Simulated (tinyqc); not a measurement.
Worked calculation: UHF in the sto-6g basis, for H3, spin multiplicity 2. One step of it, computed by the program tinyqc.

Question. Iteration 1: building the Fock matrix. J_ij = sum D_kl (ij|kl) with D = D(alpha) + D(beta), K_ij = sum D_kl (ik|jl) for each spin; F = H + J - K(s); E = tr D H + tr D J / 2 - 0.5 sum_s tr D(s) K(s) + E_nn.

D(alpha) at the start, order 1H 1s, 2H 1s, 3H 1s:
$$\begin{pmatrix}
2.184147 & -1.522019 & -1.522019 \\
-1.522019 & 1.702803 & 0.418431 \\
-1.522019 & 0.418431 & 1.702803
\end{pmatrix}$$

D(beta) at the start, order 1H 1s, 2H 1s, 3H 1s:
$$\begin{pmatrix}
2.184147 & -1.522019 & -1.522019 \\
-1.522019 & 1.060617 & 1.060617 \\
-1.522019 & 1.060617 & 1.060617
\end{pmatrix}$$

core Hamiltonian H = T + V (hartree), order 1H 1s, 2H 1s, 3H 1s:
$$\begin{pmatrix}
-1.703275 & -1.164945 & -1.164945 \\
-1.164945 & -1.416618 & -0.449695 \\
-1.164945 & -0.449695 & -1.416618
\end{pmatrix}$$

Two-electron integrals (ij|kl) in chemists' order, unique and non-zero (hartree):
```
(11|11) 0.774999   (21|11) 0.410252   (21|21) 0.258661   (22|11) 0.547280
(22|21) 0.410252   (22|22) 0.774999   (31|11) 0.410252   (31|21) 0.202988
(31|22) 0.259466   (31|31) 0.258661   (32|11) 0.139059   (32|21) 0.078952
(32|22) 0.115097   (32|31) 0.078952   (32|32) 0.027154   (33|11) 0.547280
(33|21) 0.259466   (33|22) 0.325692   (33|31) 0.410252   (33|32) 0.115097
(33|33) 0.774999
```

nuclear repulsion = 1.65161427 hartree

Give: Coulomb J; exchange K(alpha); exchange K(beta); F(alpha); F(beta); total energy of this density.

Answer.

Coulomb J (hartree), order 1H 1s, 2H 1s, 3H 1s:
$$\begin{pmatrix}
1.8262 & 1.0658 & 1.0658 \\
1.0658 & 1.6955 & 0.3626 \\
1.0658 & 0.3626 & 1.6955
\end{pmatrix}$$

exchange K(alpha) (hartree), order 1H 1s, 2H 1s, 3H 1s:
$$\begin{pmatrix}
0.2458 & 0.1234 & 0.1234 \\
0.1234 & 0.5380 & -0.0472 \\
0.1234 & -0.0472 & 0.5380
\end{pmatrix}$$

exchange K(beta) (hartree), order 1H 1s, 2H 1s, 3H 1s:
$$\begin{pmatrix}
0.1743 & 0.0266 & 0.0266 \\
0.0266 & 0.1707 & 0.0316 \\
0.0266 & 0.0316 & 0.1707
\end{pmatrix}$$

F(alpha) (hartree), order 1H 1s, 2H 1s, 3H 1s:
$$\begin{pmatrix}
-0.1229 & -0.2225 & -0.2225 \\
-0.2225 & -0.2591 & -0.0399 \\
-0.2225 & -0.0399 & -0.2591
\end{pmatrix}$$

F(beta) (hartree), order 1H 1s, 2H 1s, 3H 1s:
$$\begin{pmatrix}
-0.0514 & -0.1257 & -0.1257 \\
-0.1257 & 0.1082 & -0.1187 \\
-0.1257 & -0.1187 & 0.1082
\end{pmatrix}$$

total energy of this density = 0.844504 hartree

This density is the starting one.
